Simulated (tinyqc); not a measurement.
# Length offset and series resistance from crossing lines

Question. R_total = Rs + k (L - dL)/Vo with constant Rs, dL and k. Find k, dL and Rs.

R_total at (L, Vo) = (40, 0.34), (80, 0.34), (40, 0.84) and (80, 0.84), L in nm and Vo in V (ohm um): 591.64706  1132.8235  304.95238  524

Solution. At each overdrive R is a straight line in L with slope k/Vo; the two lines cross at L = dL, R = Rs.

k = 4.60 ohm um V/nm
dL = 4.40 nm
Rs = 110 ohm um

tinyqc, about 0.03 s, one thread, Intel Xeon 2.30GHz (shared host): `OMP_NUM_THREADS=1 python tinyqc.py 2282289 2282290 out.jsonl`
